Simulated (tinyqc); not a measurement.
# Read current of a NAND string, cells in series solved by shooting: what changes with what

Cells in series, numbered from 0 at the source line (0 V) to the bit line, each followed by a gap resistance Rg. A cell with gate Vg, threshold VT, source Vs and drain Vd passes I = 2 nf K Vt^2 [F(Vs) - F(Vd)]/(1 + th max(Vg - VT, 0)), F(V) = ln^2(1 + exp((Vg - VT - nf V)/(2 nf Vt))). The selected cell has Vg = Vr, the others Vg = Vp.

Parameters, values chosen for the exercise; values of the order met in vertical NAND strings:
```
symbol,value,unit,meaning
T,300,K,temperature
K,17,uA/V^2,gain factor of a cell
nf,1.4,,slope factor
th,0.18,1/V,mobility reduction factor
Rg,3.1,kohm,resistance of the gap between cells
Vbl,0.7,V,bit-line voltage
Vp,5.9,V,pass voltage
Ve,-1.5,V,threshold of an erased cell
Vh,3.7,V,threshold of the highest state
Vx,2.6,V,threshold of the selected cell
Is,50,nA,sensing current
Vr,4.01,V,read voltage on the selected word line
```

Constants: q = 1.602176634e-19 C, kB = 1.380649e-23 J/K, Vt = kB T/q. Results are converted to the units shown.

Each table varies one quantity; the others keep the values above.

## Read current against the number of cells

For a trial current I start at 0 V and, cell by cell, solve for the drain: sqrt(F(Vd)) = sqrt(F(Vs) - I/k), k = 2 nf K Vt^2/(1 + th max(Vg - VT, 0)), Vd = [Vg - VT - 2 nf Vt ln(exp(sqrt F) - 1)]/nf, then add I Rg. The string current is the I for which the last node reaches Vbl. The apparent threshold is the Vr at which I = Is. Background: all other cells erased (VT = Ve) or all in the highest state (VT = Vh); ratio and shift are high over erased and high minus erased. The selected cell is in the middle, cell n/2.

Read current against the number of cells:

| n | I, others erased (uA) | I, others high (uA) | ratio | apparent VT, erased (V) | apparent VT, high (V) | background shift (mV) |
|---|---|---|---|---|---|---|
| 8 | 2.847 | 1.589 | 0.5581 | 2.673 | 2.679 | 5.346 |
| 16 | 1.635 | 0.8244 | 0.5042 | 2.679 | 2.690 | 10.74 |
| 32 | 0.8810 | 0.4197 | 0.4764 | 2.692 | 2.713 | 21.69 |
| 64 | 0.4579 | 0.2117 | 0.4624 | 2.716 | 2.761 | 44.24 |
| 96 | 0.3093 | 0.1416 | 0.4577 | 2.741 | 2.809 | 67.70 |
| 128 | 0.2335 | 0.1063 | 0.4554 | 2.766 | 2.858 | 92.14 |
| 192 | 0.1567 | 0.07100 | 0.4530 | 2.815 | 2.960 | 144.4 |

What does the table show?

With erased neighbours the current falls from 2.85 to 0.157 uA, as n^(-0.80) between the first two rows and n^(-0.98) between the last two (-1 once the series resistance rules). The ratio falls from 0.558 to 0.453 and the background shift rises from 5.35 to 144 mV.

## Effect of the pass voltage

Same model as above.

The string has 128 cells and the selected one is cell 64.

Effect of the pass voltage:

| Vp (V) | I, others erased (uA) | I, others high (uA) | ratio | apparent VT, erased (V) | apparent VT, high (V) | background shift (mV) |
|---|---|---|---|---|---|---|
| 5.3 | 0.2251 | 0.07635 | 0.3392 | 2.769 | 2.913 | 144.4 |
| 5.8 | 0.2322 | 0.1018 | 0.4383 | 2.766 | 2.865 | 98.35 |
| 6.3 | 0.2386 | 0.1233 | 0.5166 | 2.764 | 2.837 | 72.84 |
| 6.8 | 0.2446 | 0.1418 | 0.5796 | 2.762 | 2.818 | 56.72 |
| 7.3 | 0.2500 | 0.1578 | 0.6310 | 2.760 | 2.806 | 45.70 |
| 7.8 | 0.2551 | 0.1718 | 0.6736 | 2.758 | 2.796 | 37.75 |

As Vp goes from 5.3 to 7.8 V, the current with erased neighbours rises from 0.225 to 0.255 uA, that with high neighbours rises from 0.0764 to 0.172 uA and the ratio rises from 0.339 to 0.674. The background shift falls from 144 to 37.8 mV. A higher pass voltage also disturbs erased cells more, which this model leaves out.

Computed by the program tinyqc: `OMP_NUM_THREADS=1 python tinyqc.py 2142022 2142023 out.jsonl`, one thread of a shared Intel Xeon 2.30GHz, about 1 s for the whole run.
